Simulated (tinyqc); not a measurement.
As the film thickens, and with more bath resistance: electroplating on a thin resistive seed layer: kinetics, Wagner number and the terminal effect across a wafer. Computed by tinyqc, a small Python program. Command: `OMP_NUM_THREADS=1 python tinyqc.py 3121140 3121141 out.jsonl terminal walk`. One thread of a shared host (Intel(R) Xeon(R) Processor @ 2.30GHz), about 0.02 s of CPU time with the checks.

Current enters the seed at the rim. The bath is treated as a local resistance per area (no lateral flow in the liquid), two electrons per ion, molar volume 7.11 cm^3/mol, Faraday constant F = e N_A, kinematic viscosity 0.01 cm^2/s, omega = 2 pi x rpm/60; k_B T/e is in volts.

Inputs (values chosen for the exercise, of the order of those for copper plating on a thin cobalt or ruthenium seed):
```
quantity,value,unit
wafer radius R,15,cm
seed thickness t,16,nm
seed resistivity,13,microohm cm
bath conductivity kappa,0.06,S/cm
gap to the anode h,9.8,cm
extra resistance of a porous plate,0,ohm cm^2
exchange current density i_0,0.26,mA/cm^2
cathodic transfer coefficient alpha,0.47,-
mean current density,2.3,mA/cm^2
diffusivity of the metal ion,6e-06,cm^2/s
metal ion concentration,0.58,mol/L
rotation rate,30,rpm
temperature T,298,K
```

Constants: e = 1.602176634e-19 C; N_A = 6.02214076e+23 1/mol; k_B = 8.617333262e-05 eV/K.

Method:
- Growth rate = i V_m/(2 F). Levich limit i_L = 0.62 x 2 F D^(2/3) omega^(1/2) nu^(-1/6) c. Tafel overpotential eta = (k_B T/(alpha e)) ln(i/i_0); kinetic resistance k_B T/(alpha e i); bath resistance h/kappa + plate; R_s = resistivity/t; Wagner number = kinetic resistance x kappa/R.
- Full model: seed potential phi(r) with (1/r)(r phi')' = R_s i, where i solves phi = R_b i + (k_B T/(alpha e)) ln(i/i_0) (phi being the driving voltage left at r); phi'(0) = 0 and phi'(R) = R_s i_mean R/2. Solved by collocation to a tolerance of 1e-7.
- The film is taken as uniform, with the seed resistivity; the last column adds 100 ohm cm^2 to R_b. Extra power of that plate = i^2 x 100 ohm cm^2 x area.

sheet resistance R_s = 8.125 ohm/square

bath resistance R_b = 163.333 ohm cm^2

Edge over centre:
```
thickness (nm),R_s (ohm/square),as given,with 100 ohm cm^2 more
16,8.1250,5.1553,3.3069
24,5.4167,3.3583,2.3668
32,4.0625,2.6227,1.9644
48,2.7083,1.9884,1.6040
80,1.6250,1.5500,1.3444
160,0.8125,1.2594,1.1656
320,0.4062,1.1259,1.0812
```

extra power = 0.37393 W

What does the comparison show, and why?

The ratio falls below 1.1 in none of these rows as given, and from 320 nm on with the added resistance: what counts is R_s R^2 against the sum of kinetic and bath resistance.
